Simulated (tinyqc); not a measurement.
What moves the results: nanosheet or nanowire with hard walls, valleys of the Si type. A value that a table varies takes the place of the one given here.

Six ellipsoidal valleys along the cube axes: inverse mass tensor w = 1/mt + (1/ml - 1/mt) a a^T with a the unit axis. Device axes: x along the channel, z = [001], y = z x x.

Hard walls around a W x H rectangle. The block w_c of w in (y, z) confines; the transport mass follows from 1/m_x = w_xx - w_xc w_c^-1 w_cx. The cross-section problem c (w_yy ky^2 + 2 w_yz ky kz + w_zz kz^2), c = hbar^2/2m0, is solved in products sin(n pi y/W) sin(l pi z/H), n, l = 1 to 12; if w_yz = 0 the levels are c pi^2 (w_yy n^2/W^2 + w_zz l^2/H^2). The w_yz term couples (n, l) to (n', l') by -2 c w_yz D_nn'(W) D_ll'(H) with D_nm(L) = 4 n m/(L (n^2 - m^2)) for n + m odd and 0 otherwise.

Without degeneracy the line density is N1 exp((EF - Ec)/kB T) with N1 = sum 2 g sqrt(m_x kB T/(4 pi c)) exp(-E/kB T), here over n, l up to 80 where w_yz = 0 and over all levels of a 12 x 12 sine basis otherwise; the classical value is W H Nc with Nc = 2 g_all (m_dos kB T/(4 pi c))^(3/2), m_dos = (ml mt^2)^(1/3); dVt = kB T ln(W H Nc/N1).

Constants: hbar^2/2m0 = 3.80998211 eV angstrom^2; kB = 8.617333262e-05 eV/K.

Parameters, chosen for this exercise (near those of Si; shifted at random, so the results belong to these values and not to a real crystal): ml = 0.919 m0 (longitudinal mass); mt = 0.188 m0 (transverse mass); T = 300 K (temperature); g_all = 6 (number of valleys); channel = 100 (transport direction x on a (001) wafer); H = 34 angstrom (height, along z = [001]); Ws = (25, 35, 50, 75, 110, 170, 260) angstrom (widths); W = 90 angstrom (width, along y).

## From wire to sheet

Valleys:

| group | valleys g | w_yy | w_zz | \|w_yz\| | m_x (m0) |
|---|---|---|---|---|---|
| A | 2 | 5.31915 | 1.08814 | 0.00000 | 0.18800 |
| B | 2 | 1.08814 | 5.31915 | 0.00000 | 0.18800 |
| C | 2 | 5.31915 | 5.31915 | 0.00000 | 0.91900 |

Lowest level of each group (groups ordered by w_zz, then w_yy) and dVt against the width.

Results:

| W (angstrom) | A1 (eV) | B1 (eV) | C1 (eV) | dVt (mV) |
|---|---|---|---|---|
| 25 | 0.3554 | 0.2385 | 0.4930 | 223.8 |
| 35 | 0.1987 | 0.2064 | 0.3363 | 178.0 |
| 50 | 0.1154 | 0.1894 | 0.2530 | 116.6 |
| 75 | 0.0710 | 0.1803 | 0.2086 | 83.3 |
| 110 | 0.0519 | 0.1764 | 0.1896 | 71.0 |
| 170 | 0.0423 | 0.1744 | 0.1799 | 64.5 |
| 260 | 0.0384 | 0.1736 | 0.1760 | 61.1 |

What can be read from the table?

dVt falls from 224 to 61 mV. The lowest group changes from B to A between W = 25 and 35 angstrom (H = 34). At the widest W the lowest level is 0.0384 eV; the film limit c pi^2 w_zz/H^2 of that group is 0.0354 eV.

## Channel direction

The same rectangle along [100] and [110]; groups ordered by w_zz, then w_yy.

Lowest level of each group:

| channel, group | valleys g | w_yy | w_zz | \|w_yz\| | m_x (m0) | E (eV) |
|---|---|---|---|---|---|---|
| [100] A | 2 | 5.319 | 1.088 | 0.000 | 0.188 | 0.0601 |
| [100] B | 2 | 1.088 | 5.319 | 0.000 | 0.188 | 0.1781 |
| [100] C | 2 | 5.319 | 5.319 | 0.000 | 0.919 | 0.1977 |
| [110] A | 2 | 5.319 | 1.088 | 0.000 | 0.188 | 0.0601 |
| [110] B | 4 | 3.204 | 5.319 | 0.000 | 0.553 | 0.1879 |

What can be read from the table?

The lowest subband has m_x = 0.188 m0 and 2 valleys along [100], and 0.188 m0 and 2 valleys along [110]; its edge lies at 0.0601 and 0.0601 eV. These valleys have their axis along z, so turning the channel in the wafer plane leaves them alone; only the higher groups change.

## What each parameter does

E1 and E2 are the two lowest subband edges over all groups. Each row changes one parameter from the base and keeps the others.

Results:

| case | E1 (eV) | E2 - E1 (meV) | m_x of lowest (m0) | dVt (mV) |
|---|---|---|---|---|
| base | 0.0601 | 74.1 | 0.188 | 76.2 |
| W = 105 angstrom | 0.0535 | 54.4 | 0.188 | 72.1 |
| H = 28 angstrom | 0.0769 | 74.1 | 0.188 | 89.0 |
| T = 270 K | 0.0601 | 74.1 | 0.188 | 72.9 |
| ml = 1.011 m0 | 0.0569 | 74.1 | 0.188 | 74.1 |
| mt = 0.169 m0 | 0.0629 | 82.4 | 0.169 | 78.3 |

What does this show?

The largest shifts from the base row, up to three for each result and ties (the steps differ in size, so this ranks the rows, not the parameters). E1 (eV): H +0.0168, W -0.0066, ml -0.0032; unchanged at the printed digits by T. E2 - E1 (meV): W -19.7, mt +8.3; unchanged at the printed digits by H, T and ml. m_x of lowest (m0): mt -0.019; unchanged at the printed digits by W, H, T and ml. dVt (mV): H +12.8, W -4.1, T -3.3.

Computed by tinyqc, a small Python program: `OMP_NUM_THREADS=1 python tinyqc.py 1281861 1281862 out.jsonl` (the numbers bound the seed that draws the inputs); one thread of a shared host (Intel(R) Xeon(R) Processor @ 2.30GHz), about 0.06 s for the whole set of steps.
